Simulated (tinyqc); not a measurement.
# Changing the temperature T

Model: mobility of a non-polar semiconductor in the relaxation-time approximation. Computed by tinyqc, a small Python program. Command: `OMP_NUM_THREADS=1 python tinyqc.py 3012696 3012697 out.jsonl rta sweep`. One thread of a shared host (Intel(R) Xeon(R) Processor @ 2.30GHz), about 0.02 s of CPU time with the checks.

Each valley is treated as a sphere of mass m_d for states and rates, with one isotropic relaxation time; the conductivity mass m_c sets the current.

Inputs (values chosen for the exercise, modelled on electrons in germanium):

| quantity | value | unit |
|---|---|---|
| longitudinal mass m_l | 1.58 | m_0 |
| transverse mass m_t | 0.0828 | m_0 |
| equivalent valleys Z | 4 | - |
| static permittivity eps_s | 16 | - |
| density rho | 5323 | kg/m^3 |
| sound velocity v_l | 5330 | m/s |
| acoustic deformation potential D_A | 10 | eV |
| phonon energy hbar w | 32.8 | meV |
| optical or intervalley deformation potential D_o | 5.2 | 1e8 eV/cm |
| final valleys Z_f | 3 | - |
| carrier density n | 2.1e+14 | 1/cm^3 |
| compensation ratio C | 0 | - |
| alloy fraction x | 0.41 | - |
| alloy potential U | 0.69 | eV |
| lattice constant a | 5.56 | angstrom |

Band: parabolic. Impurity formula: Conwell-Weisskopf. Further scattering: alloy.

Constants: k_B = 8.617333262e-05 eV/K; m_0 = 9.1093837015e-31 kg; e = 1.602176634e-19 C; hbar = 1.054571817e-34 J s; eps_0 = 8.8541878128e-12 F/m; k_B = 1.380649e-23 J/K; hbar = 6.582119569e-16 eV s.

Method:
- m_d = (m_l m_t^2)^(1/3); 1/m_c = (1/m_l + 2/m_t)/3; Hall mass factor A = 3 K_m (K_m + 2)/(2 K_m + 1)^2, K_m = m_l/m_t; N_I = n (1 + C)/(1 - C).
- Parabolic band: E = hbar^2 k^2/(2 m), speed v = hbar k/m, states per spin, volume and energy g(E) = m k/(2 pi^2 hbar^2). Here m = m_d. Masses are multiplied by m_0 and all formulas are in SI units.
- The reduced Fermi level eta = E_F/(k_B T) solves n = 2 Z int g f dE with f = 1/(1 + exp(x - eta)) (Z = 1 unless valleys are given); screening length L_s = sqrt(eps_s eps_0 k_B T/(e^2 dn/deta)), dn/deta = 2 Z int g f (1 - f) dE.
- Integrals over x = E/(k_B T) use 160 Gauss-Legendre points in u = sqrt(x) from 0 to sqrt(max(eta, 0) + 32).
- Phonon occupation N_q = 1/(exp(hbar w/(k_B T)) - 1).
- Acoustic deformation potential (elastic, equipartition, absorption and emission together): 1/tau = 2 pi k_B T D_A^2 g(E)/(hbar rho v_l^2).
- Optical or intervalley deformation potential: 1/tau = (pi Z_f D_o^2/(rho w)) [N_q g(E + hbar w) + (N_q + 1) g(E - hbar w)], with g = 0 below the band edge.
- Each optical term is multiplied by (1 - f(E'))/(1 - f(E)), E' the final energy, for Pauli blocking.
- Singly charged impurities, momentum relaxation: 1/tau = N_I e^4 m (1 + 2 alpha E) Phi/(8 pi (eps_s eps_0)^2 hbar^3 k^3), with alpha = 0 for a parabolic band.
- Conwell-Weisskopf: Phi = ln(1 + y^2), y = 4 pi eps_s eps_0 E N_I^(-1/3)/e^2 (largest impact parameter N_I^(-1/3)/2).
- Alloy disorder: 1/tau = (2 pi/hbar) Omega x (1 - x) U^2 g(E), Omega = a^3/4 (other conventions for Omega rescale U).
- mu = (m_d/m_c) (2 Z e/(3 n k_B T)) int g v^2 tau f (1 - f) dE.
- Averages over x are split at the emission threshold x_0 = hbar w/(k_B T): 64 Gauss-Legendre points in sqrt(x) below it and 128 in sqrt(x - x_0) above it, up to x = max(eta, 0) + 32.
- Rates are added at each energy before the average. With <y> = int g v^2 y f (1 - f) dE: Hall factor r_H = A (3 n k_B T/(2 Z m_d)) <tau^2/(1 + 2 alpha E)>/<tau>^2 (alpha = 0 for a parabolic band); Hall mobility r_H mu; |S| = (k_B/e) (<x tau>/<tau> - eta); resistivity 1/(n e mu).
- Matthiessen's rule adds 1/mu of the separate processes.

One run for each value:

| temperature T (K) | drift mobility mu (cm^2/(V s)) | acoustic mobility (cm^2/(V s)) | ionised impurity mobility (cm^2/(V s)) | optical mobility (cm^2/(V s)) | Hall factor r_H | excess of Matthiessen's rule over the full mu (%) |
|---|---|---|---|---|---|---|
| 60 | 7908.6 | 82010 | 1.0549e+06 | 7.0008e+06 | 0.88917 | 2.4334 |
| 79 | 6697.4 | 54282 | 1.4722e+06 | 1.3871e+06 | 0.89943 | 2.1147 |
| 100 | 5712.6 | 38116 | 1.9686e+06 | 4.4329e+05 | 0.90957 | 2.2453 |
| 140 | 4405.9 | 23010 | 3.0004e+06 | 1.1501e+05 | 0.92580 | 2.8168 |
| 180 | 3533.9 | 15783 | 4.1285e+06 | 4.9688e+04 | 0.93780 | 3.0809 |
| 230 | 2791.6 | 10927 | 5.6541e+06 | 2.4596e+04 | 0.94778 | 2.9322 |
| 310 | 2044.4 | 6983 | 8.3230e+06 | 1.1846e+04 | 0.95606 | 2.3071 |
| 530 | 1105.4 | 3124 | 1.6819e+07 | 4.0370e+03 | 0.95911 | 1.0479 |
| 700 | 785.4 | 2058 | 2.4320e+07 | 2.4802e+03 | 0.95626 | 0.6230 |

Give the missing row, temperature T (K) = 410.

Computed row; columns: (1) temperature T (K); (2) drift mobility mu (cm^2/(V s)); (3) acoustic mobility (cm^2/(V s)); (4) ionised impurity mobility (cm^2/(V s)); (5) optical mobility (cm^2/(V s)); (6) Hall factor r_H; (7) excess of Matthiessen's rule over the full mu (%):
```
(1)     (2)   (3)         (4)         (5)      (6)     (7)
410  1495.5  4591  1.1995e+07  6.5654e+03  0.95938  1.5989
```

Interpolating between the two neighbouring rows (the first column on a logarithmic scale, the others too where they are positive) misses most in excess of Matthiessen's rule over the full mu (%), by 4.4 %. Over the rows, drift mobility mu (cm^2/(V s)) falls from 7910 to 785 (exponent d ln y / d ln x -0.60 between the first rows and -1.2 between the last); acoustic mobility (cm^2/(V s)) falls from 82000 to 2060 (exponent d ln y / d ln x about -1.5 throughout); ionised impurity mobility (cm^2/(V s)) rises from 1.05e6 to 2.43e7 (exponent d ln y / d ln x 1.2 between the first rows and 1.3 between the last). The exponent of acoustic mobility stays at -1.5: the T^(-3/2) law of acoustic scattering in a classical gas. The lowest separate mobility among these three is acoustic from 60.0 to 700 K. Alloy scattering, not listed, also enters mu. Matthiessen's rule errs most, by 3 %, at 180 K.

Caution (rows 60.0, 79.0, 100): n is taken as given; at low temperature (in diamond even at 300 K) real dopants can freeze out, which changes n and N_I.

Extremes, crossings and ranges named in words are read from the listed rows.
